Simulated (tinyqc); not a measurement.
Time-dependent dielectric breakdown: cell percolation, Weibull statistics, area scaling and voltage extrapolation: one step, computed by the program tinyqc. Command: `OMP_NUM_THREADS=1 python tinyqc.py 3019093 3019094 out.jsonl tddb walk`. One thread of a shared host (Intel(R) Xeon(R) Processor @ 2.30GHz), about 0.01 s of CPU time with the checks.

The oxide is divided into columns of area a^2, each holding m = t_ox/a cells (m is taken as continuous). A share lambda(t) = (t/t_1)^alpha of the cells is defective, and a column whose cells are all defective breaks down.

Task: Fitting the sample. W = ln(-ln(1 - F_i)) with the median ranks F_i. Least squares in W: W = beta ln t - beta ln t63. Maximum likelihood: solve sum t^b ln t/sum t^b - 1/b = mean of ln t for b, then t63 = (mean of t^b)^(1/b).

Weibull plot:

| i | t (s) | F_i | ln t | W |
|---|---|---|---|---|
| 1 | 11.72987 | 0.0744681 | 2.462138 | -2.558941 |
| 2 | 14.63799 | 0.1808511 | 2.683620 | -1.611994 |
| 3 | 22.29940 | 0.2872340 | 3.104560 | -1.082929 |
| 4 | 27.64497 | 0.3936170 | 3.319444 | -0.692660 |
| 5 | 28.64956 | 0.5000000 | 3.355138 | -0.366513 |
| 6 | 31.73278 | 0.6063830 | 3.457350 | -0.070018 |
| 7 | 42.97137 | 0.7127660 | 3.760534 | 0.221108 |
| 8 | 55.86306 | 0.8191489 | 4.022903 | 0.536541 |
| 9 | 81.27056 | 0.9255319 | 4.397784 | 0.954505 |

Give: slope by least squares; t63 by least squares; slope by maximum likelihood; t63 by maximum likelihood.

Result:

slope by least squares = 1.760

t63 by least squares = 40.08 s

slope by maximum likelihood = 1.828

t63 by maximum likelihood = 39.88 s

Caution: t_1 is an input here; in a real oxide it changes with thickness at fixed voltage.
